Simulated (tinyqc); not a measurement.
Inside a calculation. Model: current of a Schottky diode by thermionic-emission-diffusion theory, and its read-back from I-V-T and C-V data. Computed by tinyqc, a small Python program that keeps every step. Command: `OMP_NUM_THREADS=1 python tinyqc.py 3000803 3000804 out.jsonl schottky walk`. One thread of a shared host (Intel(R) Xeon(R) Processor @ 2.30GHz), about 0.01 s of CPU time with the checks. Intermediate numbers are printed to about 7 digits and carried at full precision; extremes and crossings named in words are read from the listed rows.

Full ionisation, no tunnelling, no recombination current. V is the voltage across the junction itself, forward positive.

Inputs (values chosen for the exercise, modelled on n-type Ga2O3):
```
quantity                                     value           unit
Richardson constant A*                        34.1   A/(cm^2 K^2)
effective density of states at 300 K, N_c  3.9e+18         1/cm^3
permittivity eps                              10.2              -
mobility mu                                    150     cm^2/(V s)
barrier without image force phi_0 (mean)      1.29             eV
doping N                                   3.2e+15         1/cm^3
series resistance R_s                        0.063  milliohm cm^2
junction voltage V                            0.34              V
temperature T                                  350              K
standard deviation sigma                        95            meV
relative change of sigma^2 with bias, rho     0.64            1/V
```

Barrier: Gaussian spread of heights.

Constants: k_B = 8.617333262e-05 eV/K; e = 1.602176634e-19 C; eps_0 = 8.8541878128e-12 F/m.

## Barrier at the given bias

N_c(T) = N_c (T/300 K)^(3/2); V_bi = phi_0 - (k_B T/e) ln(N_c(T)/N); surface field F = sqrt(2 e N (V_bi - V - k_B T/e)/(eps eps_0)); image lowering d_phi = sqrt(e F/(4 pi eps eps_0)); effective barrier phi = phi_0 - d_phi - sigma^2 (1 - rho V)/(2 k_B T).

built-in voltage V_bi = 1.068717 V

surface field F = 28.16252 kV/cm

image lowering = 19.93937 meV

effective barrier phi = 1.153002 eV

## Current

Collection velocity v_R = A* T^2/(e N_c(T)); diffusion velocity v_D = mu F; J = e N_c(T) v_R/(1 + v_R/v_D) exp(-phi/k_B T) [exp(e V/k_B T) - 1]. Terminal voltage V + J R_s.

v_R = 5305121 cm/s

v_D = 4224377 cm/s

current density J = 3.638067e-06 A/cm^2

terminal voltage = 0.3400000 V

v_D/v_R = 0.796: both steps matter.

## Read-back from the I-V curve

Ideality n = (e/k_B T)/(d ln J/dV) by a central difference of +/- 1 mV; J_0 = J exp(-e V/(n k_B T)); apparent barrier phi_IV = k_B T ln(A* T^2/J_0); a C-V plot gives phi_CV = phi_0, the mean without lowering.

ideality factor n = 1.129810

extrapolated J_0 = 1.688838e-10 A/cm^2

apparent barrier phi_IV = 1.138474 eV

phi_CV - phi_IV = 151.5261 meV

n exceeds 1 because forward bias lowers the field, which weakens the image lowering and v_D, and narrows the spread of barriers.

## Temperature series and Richardson plot

A least-squares line of ln(J_0/T^2) against 1/(k_B T) gives a barrier (minus the slope) and a Richardson constant (exp of the intercept).

At the same junction voltage:
```
T (K)  1/k_B T (1/eV)         n  J_0 (A/cm^2)  phi_IV (eV)  ln(J_0/T^2)
200          58.02259  1.217722  3.733352e-20     1.014438    -55.33103
250          46.41807  1.173052  5.620753e-16     1.070426    -46.15782
300          38.68173  1.146526  7.109065e-13     1.109286    -39.37980
350          33.15577  1.129810  1.688838e-10     1.138474    -34.21768
400          29.01130  1.119171  1.258641e-08     1.161716    -30.17358
450          25.78782  1.112732  4.089184e-07     1.181083    -26.92825
```

barrier from the Richardson plot = 0.8816453 eV

Richardson constant from the plot = 0.008709623 A/(cm^2 K^2)

From 200 to 450 K n goes from 1.218 to 1.113 and phi_IV from 1.014 to 1.181 eV. The plot returns 0.882 eV against phi_0 = 1.29 and a constant 2.55e-4 times the true A*: a spread of barriers lets cold carriers pick the low patches, which bends the plot and lowers both numbers.

## Forward curve with series resistance

Terminal voltage V + J R_s; apparent ideality from neighbouring rows, (e/k_B T) dV_terminal/d ln J.

Forward curve; the last column belongs to the interval up to the next row:
```
V (V)    J (A/cm^2)  terminal voltage (V)  apparent n
0.252  2.740071e-07             0.2520000    1.128425
0.350  4.878643e-06             0.3500000    1.132250
0.448  8.602257e-05             0.4480000    1.137443
0.546  1.497051e-03             0.5460001    1.145129
0.644  2.555945e-02             0.6440016    1.157862
0.742  4.232606e-01             0.7420267    1.185950
0.840  6.625711e+00             0.8404174    1.310744
0.938  9.031169e+01             0.9436896           -
```

The resistance takes over where J R_s exceeds k_B T/e, at J = 479 A/cm^2, which these rows hardly reach.

Checks made by the program: v_D = mu F against the drift-diffusion integral over the parabolic barrier, a ratio 2 y Dawson(y) with y^2 = (V_bi - V)/(k_B T/e) - 1 (relative difference 2e-02).
